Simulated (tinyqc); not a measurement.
Finite-difference solution of the diffusion equation on a small grid: one step, computed by the program tinyqc. Command: `OMP_NUM_THREADS=1 python tinyqc.py 3000128 3000129 out.jsonl fdiff walk`. One thread of a shared host (Intel(R) Xeon(R) Processor @ 2.30GHz), about 0.01 s of CPU time with the checks.

dC/dt = D d2C/dx2 on nodes x_j = j dx, j = 0..8; the far end is sealed.

Problem. Time step 2. With r = D dt/dx^2: (1 - theta r M) C(new) = (1 + (1 - theta) r M) C(old); theta = 0 explicit, 1 implicit, 1/2 Crank-Nicolson.

Boundary at x = 0: fixed surface value. Scheme: explicit.

operator M:
```
   0   1   2   3   4   5   6   7
0  0   0   0   0   0   0   0   0
1  1  -2   1   0   0   0   0   0
2  0   1  -2   1   0   0   0   0
3  0   0   1  -2   1   0   0   0
4  0   0   0   1  -2   1   0   0
5  0   0   0   0   1  -2   1   0
6  0   0   0   0   0   1  -2   1
7  0   0   0   0   0   0   1  -2
8  0   0   0   0   0   0   0   2

    8
0   0
1   0
2   0
3   0
4   0
5   0
6   0
7   1
8  -2
```

mesh ratio r = 0.3608

C after step 1 (%): [21.0000, 7.5768, 0.0000, 0.0000, 0.0000, 0.0000, 0.0000, 0.0000, 0.0000]

Give: C after step 2.

Solution.

C after step 2 (%): [21.00, 9.69, 2.73, 0.00, 0.00, 0.00, 0.00, 0.00, 0.00]
